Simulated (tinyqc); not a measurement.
# Capacitance measurement on a leaky thin oxide: effects of series resistance and leakage: what changes with what

The device is a capacitance C in parallel with a leakage conductance G, in series with Rs and Ls. An impedance meter reports either a parallel pair (Cp, Gp) from Y = 1/Z = Gp + i w Cp or a series pair (Cs, Rm) from Z = Rm + 1/(i w Cs); w = 2 pi f, dissipation D = Gp/(w |Cp|).

Values chosen for this exercise; values of the order met in thin-oxide MOS capacitors:
- eox = 3.9 (relative permittivity of the gate insulator (close to silicon dioxide))
- tox = 3 nm (insulator thickness)
- A = 100 um^2 (gate area)
- zc = 0.38 nm (oxide-equivalent thickness added by the accumulation layer)
- zp = 0 nm (oxide-equivalent thickness added by gate depletion)
- Jg = 16 A/cm^2 (gate leakage current density, not matched to the thickness)
- Vs = 0.21 V (voltage for an e-fold rise of the leakage)
- Rs = 180 ohm (series resistance)
- Ls = 260 nH (series inductance)
- f = 1e6 Hz (measuring frequency)

Constants: eps0 = 8.8541878128e-14 F/cm where lengths are in cm. Results are converted to the units shown.

Each table varies one quantity; the others keep the values above.

## Readings against frequency

EOT = 3.9 tox/eox; CET = EOT + zc + zp; C = 3.9 eps0 A/CET; G = Jg A/Vs. Z = Rs + i w Ls + 1/(G + i w C); CET read from Cp = 3.9 eps0 A/Cp; errors under 0.001 % are printed as 0.

The same in every row: C (pF) = 1.0216.

Readings against frequency:

| f (Hz) | Cp (pF) | Cs (pF) | D | error of Cp (%) | error of Cs (%) | CET read from Cp (nm) |
|---|---|---|---|---|---|---|
| 1000 | 0.99271 | 1.4414e8 | 12050 | -2.83 | 1.41e10 | 3.4785 |
| 3000 | 0.99271 | 1.6016e7 | 4016.6 | -2.83 | 1.57e9 | 3.4785 |
| 10000 | 0.99271 | 1.4414e6 | 1205.0 | -2.83 | 1.41e8 | 3.4785 |
| 30000 | 0.99271 | 1.6016e5 | 401.66 | -2.83 | 1.57e7 | 3.4785 |
| 1e5 | 0.99271 | 14415 | 120.50 | -2.83 | 1.41e6 | 3.4785 |
| 3e5 | 0.99271 | 1602.6 | 40.167 | -2.83 | 1.57e5 | 3.4785 |
| 1e6 | 0.99272 | 145.17 | 12.051 | -2.83 | 1.41e4 | 3.4785 |
| 3e6 | 0.99279 | 17.040 | 4.0205 | -2.82 | 1570 | 3.4782 |
| 1e7 | 0.99357 | 2.4671 | 1.2178 | -2.75 | 141 | 3.4755 |
| 3e7 | 1.0004 | 1.1946 | 0.44054 | -2.08 | 16.9 | 3.4516 |

What does the table show?

D falls from 12000 to 0.441; without inductance its minimum lies at f = sqrt(G (1 + G Rs)/Rs)/(2 pi C) = 1.02e8 Hz. The error of Cp goes from -2.83 to -2.08 % and that of Cs from 1.41e10 to 16.9 %; at low frequency Cp tends to C/(1 + G Rs)^2 and Cs grows as 1 + (G/(w C))^2. Neither reading comes within 2 % of C in any row. For f = 1000, 3000, 10000, 30000, 1e5, 3e5, 1e6, 3e6, 1e7 D exceeds 1, where the accuracy of real meters degrades in proportion to sqrt(1 + D^2).

## Effect of the gate area

Same model as above.

Rs is held fixed.

Effect of the gate area:

| A (um^2) | C (pF) | Cp (pF) | Cs (pF) | D | error of Cp (%) | error of Cs (%) | CET read from Cp (nm) |
|---|---|---|---|---|---|---|---|
| 20 | 0.2043 | 0.2032 | 29.00 | 11.91 | -0.576 | 1.41e4 | 3.400 |
| 70 | 0.7151 | 0.7009 | 101.6 | 12.00 | -1.99 | 1.41e4 | 3.449 |
| 200 | 2.043 | 1.930 | 290.8 | 12.23 | -5.55 | 1.41e4 | 3.578 |
| 600 | 6.130 | 5.187 | 877.5 | 12.97 | -15.4 | 1.42e4 | 3.995 |
| 2000 | 20.43 | 12.21 | 2988 | 15.61 | -40.3 | 1.45e4 | 5.657 |
| 5000 | 51.08 | 16.63 | 7830 | 21.68 | -67.5 | 1.52e4 | 10.39 |
| 10000 | 102.2 | 15.43 | 1.703e4 | 33.20 | -84.9 | 1.66e4 | 22.38 |
| 40000 | 408.7 | 3.914 | 1.432e5 | 191.3 | -99.0 | 3.49e4 | 352.9 |

Read the table: what changes, and by how much?

As A goes from 20 to 40000, the error of Cp goes from -0.576 to -99.0 %, that of Cs from 14100 to 34900 %, and D rises from 11.9 to 191. The CET read from Cp goes from 3.40 to 353 nm against the true 3.38 nm. G/(w C) does not depend on the area, while G Rs and w C Rs and w^2 Ls C grow with it. In every row D exceeds 1, where the accuracy of real meters degrades in proportion to sqrt(1 + D^2).

tinyqc, about 0.01 s, one thread, Intel Xeon 2.30GHz (shared host): `OMP_NUM_THREADS=1 python tinyqc.py 2022013 2022014 out.jsonl`
